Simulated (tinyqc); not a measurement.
Chemical-mechanical planarisation: Preston law, pattern density and step-height reduction: one step, computed by the program tinyqc.

A row of 12 cells, repeated periodically, holds raised features that cover a share rho of each cell.

Task: Effective density. The stiff pad averages the density: rho_eff(i) = sum_j w_ij rho_j / sum_j w_ij, w = exp(-2 d^2/L^2), L the planarisation length and d the distance between cell centres, summed over all periodic images of cell j.

Inputs (values chosen for the exercise, close to those used for copper polishing): cell size = 2.3 mm; planarisation length = 3.8 mm.

local pattern densities, cell by cell: 0.8  0.3  0.9  0.1  0.8  0.2  0.1  0.8  0.6  0.7  0.5  0.7

Give: normalised weights (images included) for cells 0, 1, 2, ... apart; effective densities.

Result:

normalised weights (images included) for cells 0, 1, 2, ... apart: 0.48293  0.23210  0.02577  0.00066  0.00000  0.00000  0.00000

effective densities: 0.65506  0.56093  0.56930  0.45635  0.48247  0.32966  0.31700  0.57287  0.65397  0.63261  0.60321  0.66655

Local densities span 0.1 to 0.9, effective ones 0.317 to 0.667.
